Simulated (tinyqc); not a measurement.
Bloch-Grueneisen resistivity of a metal: one step, computed by the program tinyqc.

Electrons scatter from a Debye spectrum of phonons (n = 5 for scattering within one band, n = 3 for scattering into a second, heavy band) and from static defects.

Task: The integral and the phonon part. J_n(y) = int_0^y x^n e^x/(e^x - 1)^2 dx, by 96 Gauss-Legendre points (upper limit at most 60). rho_ph = (n - 1) rho_1 (T/Theta)^n J_n(Theta/T), with rho_1 = 2 pi lambda_tr k_B Theta/(hbar eps_0 w_p^2), the high-temperature line at T = Theta.

Inputs (values chosen for the exercise, modelled on ruthenium): exponent n = 5; Debye temperature Theta = 440 K; temperature T = 120 K.

Addition: saturation.

rho_1 = 12.76970 microohm cm

Give: Theta/T; J_n; phonon resistivity rho_ph.

Result:

Theta/T = 3.667

J_n = 23.26

phonon resistivity rho_ph = 1.792 microohm cm

This is 51.5 % of the straight line rho_1 T/Theta.
